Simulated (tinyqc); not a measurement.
Hubbard chain of 2 sites, step by step. Computed by tinyqc, a small Python program that keeps every step. Settings: hopping = 1.19, U = 9.7, mixing = 0.2, iteration cap = 74. Command: `OMP_NUM_THREADS=1 python tinyqc.py 28806 28807 out.jsonl` (the two numbers bound the seeds that draw the settings). One thread of a shared host (Intel(R) Xeon(R) Processor @ 2.60GHz), about 0.2 s of CPU time with the checks.

one-body matrix (hopping and site energies) (eV), order 1, 2:
$$\begin{pmatrix}
0.4700 & -1.1900 \\
-1.1900 & -0.5300
\end{pmatrix}$$

U = 9.7000 eV

electrons, up and down: [1, 1]

n(up) at the start (a guess, not normalised): 1 0.5000, 2 0.5000

n(down) at the start (a guess): 1 0.5000, 2 0.5000

Each step fills the lowest levels of T + U n(other spin) and sets n(new) = n + mixing (n(out) - n); stop when output and input agree to 1e-8.

Course of the cycle:
```
iteration    E (eV)  largest |n(out) - n(in)|  mean |n_up - n_down|
1          2.936198                  1.94e-01                0.0000
2          2.371326                  1.32e-02                0.0000
3          2.368623                  5.90e-05                0.0000
4          2.368623                  4.00e-07                0.0000
5          2.368623                  2.71e-09                0.0000
```

Can the last value be used, and what does the course show?

No, though the log alone does not show it. Converged in 5 iterations. But random starts reach -0.35493 eV, so this is another stationary point, not the lowest one. Reruns (cap 100 unless said): mixing 0.5: not converged; mixing 0.9: not converged. Before convergence this energy mixes input and output and is not variational, so it may rise towards its limit.
